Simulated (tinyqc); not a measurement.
# Threshold-voltage variability of a planar MOSFET, analytic estimates: effect of the gate length

Three independent sources add in quadrature: random dopants in the depleted layer, metal-gate grains of two orientations, and roughness of the two gate edges acting through the roll-off VT = VT(long) - Vr exp(-L/l). These are first-order estimates: no three-dimensional electrostatics, no percolation.

ni = sqrt(Nc Nv) exp(-Eg/(2 Vt)), Eg in volts; Cox = 3.9 eps0/ti; Wd = sqrt(4 eps0 eps_r Vt ln(Na/ni)/(q Na)); dopants: s1 = (q/Cox) sqrt(Na Wd/(3 L W)). Grains: Ng = L W/G^2 (at least 1), s2 = dW sqrt(p (1 - p)/Ng). Edges, with exponential correlation and u = W/La: the mean gate length has sL^2 = 2 De^2 (2/u)[1 - (1 - exp(-u))/u]; s3 = sL (Vr/l) exp(-L/l). s = sqrt(s1^2 + s2^2 + s3^2). l and Vr are held fixed.

Inputs (values chosen for the exercise); material values close to those of silicon:

| symbol | value | unit | meaning |
|---|---|---|---|
| T | 400 | K | temperature |
| Eg | 1.12 | eV | band gap |
| eps_r | 11.6 |  | relative permittivity of the semiconductor |
| Nc | 4.22e19 | cm^-3 | conduction-band density of states at T |
| Nv | 4.13e19 | cm^-3 | valence-band density of states at T |
| Na | 1.4e18 | cm^-3 | channel doping |
| ti | 1.9 | nm | oxide-equivalent thickness in inversion |
| W | 290 | nm | gate width |
| G | 5 | nm | metal grain size |
| dW | 0.1 | eV | work-function difference of the two grain orientations |
| p | 0.5 |  | share of the orientation of higher work function |
| De | 0.7 | nm | rms roughness of one gate edge |
| La | 20 | nm | correlation length of the roughness |
| l | 13 | nm | decay length of the threshold roll-off |
| Vr | 1.2 | V | prefactor of the roll-off |

Constants: q = 1.602176634e-19 C, kB = 1.380649e-23 J/K, Vt = kB T/q, eps0 = 8.8541878128e-14 F/cm where lengths are in cm. Results are converted to the units shown.

Result of one run:
```
L (nm)  s1 (mV)  s2 (mV)  s3 (mV)  s (mV)  s sqrt(L W) (mV um)
68       7.2377   1.7803  0.17517  7.4555               1.0470
```

What becomes of these results when the gate length L is changed from 68 to 99 nm, all else the same?

Result of the changed run:
```
L (nm)  s1 (mV)  s2 (mV)   s3 (mV)  s (mV)  s sqrt(L W) (mV um)
99       5.9984   1.4754  0.016138  6.1773               1.0467
```

The whole series:
```
L (nm)  s1 (mV)  s2 (mV)    s3 (mV)  s (mV)  s sqrt(L W) (mV um)
39       9.5570   2.3508     1.6304  9.9760               1.0609
47       8.7058   2.1414    0.88110  9.0084               1.0517
57       7.9053   1.9445    0.40827  8.1512               1.0480
68       7.2377   1.7803    0.17517  7.4555               1.0470
82       6.5910   1.6212   0.059672  6.7877               1.0467
99       5.9984   1.4754   0.016138  6.1773               1.0467
120      5.4484   1.3401  0.0032084  5.6108               1.0467
140      5.0442   1.2407  6.8889e-4  5.1945               1.0467
```

As L goes from 39 to 140 nm, s falls from 9.98 to 5.19 mV. The dopants are the largest source in the first and the last row. The product s sqrt(L W) falls from 1.06 to 1.05 mV um: s1 and s2 go as 1/sqrt(L W), so the change comes from s3 alone.

tinyqc, about 0.01 s, one thread, Intel Xeon 2.30GHz (shared host): `OMP_NUM_THREADS=1 python tinyqc.py 2090084 2090085 out.jsonl`
